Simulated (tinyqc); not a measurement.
Abrupt p-n junction, non-linear Poisson equation by Newton steps: capacitance and field against bias.

One dimension, p side on the left, n side on the right; net doping C = -Na for x < 0 and +Nd for x > 0. The potential psi is counted from the intrinsic level, and the quasi-Fermi potentials are flat: 0 for holes and -V for electrons, so n = ni exp((psi + V)/Vt) and p = ni exp(-psi/Vt) (Boltzmann statistics, full ionisation, no current).

The Poisson equation d/dx(eps0 eps_r dpsi/dx) = -q (p - n + C) is solved on a mesh of more than 1000 nodes that ends in neutral material (psi_p = -Vt ln(Na/ni), psi_n = Vt ln(Nd/ni) - V). C_j = q d/dV of the integral of p over x, from the linearised equation. ni = sqrt(Nc Nv) exp(-Eg/(2 Vt)), Eg in volts. Depletion approximation: Vbi = Vt ln(Na Nd/ni^2), W = sqrt(2 eps0 eps_r (Vbi - V)(1/Na + 1/Nd)/q), xp = W Nd/(Na + Nd), xn = W Na/(Na + Nd), peak field 2 (Vbi - V)/W, capacitance eps0 eps_r/W. The last column applies it to an abrupt Na-Nd junction.

Parameters, values chosen for the exercise; band and dielectric values close to those of silicon:
- T = 350 K (temperature)
- Eg = 1.1 eV (band gap)
- eps_r = 11.9 (relative permittivity)
- Nc = 3.54e19 cm^-3 (conduction-band density of states at T)
- Nv = 3.38e19 cm^-3 (valence-band density of states at T)
- Na = 1.3e15 cm^-3 (acceptor density of the p side)
- Nd = 1.9e15 cm^-3 (donor density of the n side)

Constants: q = 1.602176634e-19 C, kB = 1.380649e-23 J/K, Vt = kB T/q, eps0 = 8.8541878128e-14 F/cm where lengths are in cm. Results are converted to the units shown.

Capacitance and field against bias:
```
V (V)  peak |E| (kV/cm)  C_j (nF/cm^2)  1/C_j^2 (cm^4/uF^2)  eps0 eps_r/C_j (nm)  abrupt depletion C (nF/cm^2)
0                 10.12          12.22                 6698                862.3                         11.45
-1.11             19.05          6.491              2.374e4                 1623                         6.368
-2.22             24.97          4.952              4.077e4                 2128                         4.897
-3.33             29.73          4.159              5.781e4                 2533                         4.126
-4.44             33.83          3.655              7.485e4                 2883                         3.633
-5.56             37.52          3.296              9.204e4                 3197                         3.280
-6.67             40.84          3.028              1.091e5                 3480                         3.015
-7.78             43.92          2.816              1.261e5                 3742                         2.806
-8.89             46.79          2.643              1.432e5                 3987                         2.635
-10               49.50          2.499              1.602e5                 4217                         2.491
```

With V going from 0 to -10 V, C_j falls from 12.2 to 2.50 nF/cm^2 and the peak field rises from 10.1 to 49.5 kV/cm. The slope of 1/C_j^2, read as N = 2/(q eps0 eps_r |slope|), gives 7.72e14 cm^-3 between the first two rows and 7.72e14 cm^-3 between the last two, against Na Nd/(Na + Nd) = 7.72e14 cm^-3; the slopes of all rows agree within 0.01 %, as for uniform doping at both edges. At the end C_j goes as (Vbi - V)^(-0.50) with Vbi = 0.497 V, and it is 0.29 % above the abrupt depletion formula (at the first row 6.7 % above it).

Computed by the program tinyqc: `OMP_NUM_THREADS=1 python tinyqc.py 2000145 2000146 out.jsonl`, one thread of a shared Intel Xeon 2.30GHz, about 0.02 s for the whole run.
